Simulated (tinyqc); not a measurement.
Non-radiative capture by multiphonon emission, one effective mode: one step, computed by the program tinyqc. Command: `OMP_NUM_THREADS=1 python tinyqc.py 3031678 3031679 out.jsonl capture walk`. One thread of a shared host (Intel(R) Xeon(R) Processor @ 2.30GHz), about 0.02 s of CPU time with the checks.

The initial state (free carrier plus empty centre) lies dE above the final state; both have the same frequency and are displaced by dQ.

Task: Geometry of the two curves. dQ = sqrt(2 S (hbar^2/u)/hbar omega); relaxation energy lambda = S hbar omega; phonons needed P = dE/hbar omega; classical barrier E_b = (dE - lambda)^2/(4 lambda); occupation n = 1/(exp(hbar omega/k_B T) - 1).

Inputs (values chosen for the exercise, with mass, screening and phonons like those of GaN):

| quantity | value | unit |
|---|---|---|
| energy released dE | 0.812 | eV |
| phonon energy hbar omega | 66.8 | meV |
| Huang-Rhys factor S | 7.13 | - |
| temperature T | 500 | K |

Centre: attractive.

Constants: hbar^2/u = 4.18015928e-03 eV angstrom^2; k_B = 8.617333262e-05 eV/K.

Give: dQ; lambda; P; classical barrier E_b; occupation n.

Result:

dQ = 0.94464 u^(1/2) angstrom

lambda = 0.476284 eV

P = 12.156

classical barrier E_b = 0.059159 eV

occupation n = 0.26931

dE exceeds lambda: the inverted case usual for deep centres, in which the curves cross on the far side of the initial minimum.
